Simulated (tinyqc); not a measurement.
sp3s* tight binding: one step. Levels at this k. The numbers come from values chosen for the exercise (near a published set for SiC, fitted to gaps, whose masses and valley positions are rough; spin-orbit coupling, where it is added without a refit, lifts the valence top and shrinks all gaps by about a third of the splitting).

H(k) (eV):
```
                      sa                   xa                   ya                   za                  s*a
sa             -8.435000                    0                    0                    0                    0
xa                     0             2.116000                    0                    0                    0
ya                     0                    0             2.116000                    0                    0
za                     0                    0                    0             2.116000                    0
s*a                    0                    0                    0                    0             9.621000
sc   -5.037652-1.623224i   0.769944+5.537840i   1.329518+3.207047i   4.882263+0.873330i                    0
xc   -0.806899-5.803637i   1.208556+0.389419i  -3.150038-0.563473i  -0.857805-2.069188i  -0.747483-5.376289i
yc   -1.393330-3.360974i  -3.150038-0.563473i   1.208556+0.389419i  -0.496768-3.573016i  -1.290733-3.113491i
zc   -5.116594-0.915247i  -0.857805-2.069188i  -0.496768-3.573016i   1.208556+0.389419i  -4.739837-0.847853i
s*c                    0   0.368529+2.650653i   0.636365+1.535033i   2.336865+0.418014i                    0

                      sc                   xc                   yc                   zc                 s*c
sa   -5.037652+1.623224i  -0.806899+5.803637i  -1.393330+3.360974i  -5.116594+0.915247i                   0
xa    0.769944-5.537840i   1.208556-0.389419i  -3.150038+0.563473i  -0.857805+2.069188i  0.368529-2.650653i
ya    1.329518-3.207047i  -3.150038+0.563473i   1.208556-0.389419i  -0.496768+3.573016i  0.636365-1.535033i
za    4.882263-0.873330i  -0.857805+2.069188i  -0.496768+3.573016i   1.208556-0.389419i  2.336865-0.418014i
s*a                    0  -0.747483+5.376289i  -1.290733+3.113491i  -4.739837+0.847853i                   0
sc             -4.785000                    0                    0                    0                   0
xc                     0             4.319000                    0                    0                   0
yc                     0                    0             4.319000                    0                   0
zc                     0                    0                    0             4.319000                   0
s*c                    0                    0                    0                    0            9.222000
```

Problem. Diagonalise H, which belongs to k = (0.63, 0.46, 0.15) (2 pi/a). Four bands are filled (two electrons each); give the make-up of band 5, the lowest empty one.

Give: levels; weights of band 5; weight of band 5 on atom a.

Solution.

levels (eV): -15.8775  -9.5249  -2.4143  -1.6649  2.9418  5.6576  8.1036  8.8165  12.0828  16.8073

weights of band 5: s 0.210, p 0.352, s* 0.438

weight of band 5 on atom a = 0.671

The vertical gap at this k is 4.6067 eV; band 5 is mostly s*-like.

Computed by tinyqc, a small Python program: `OMP_NUM_THREADS=1 python tinyqc.py 1451140 1451141 out.jsonl` (the numbers bound the seed that draws the inputs); one thread of a shared host (Intel(R) Xeon(R) Processor @ 2.30GHz), about 0.2 s for the whole set of steps.
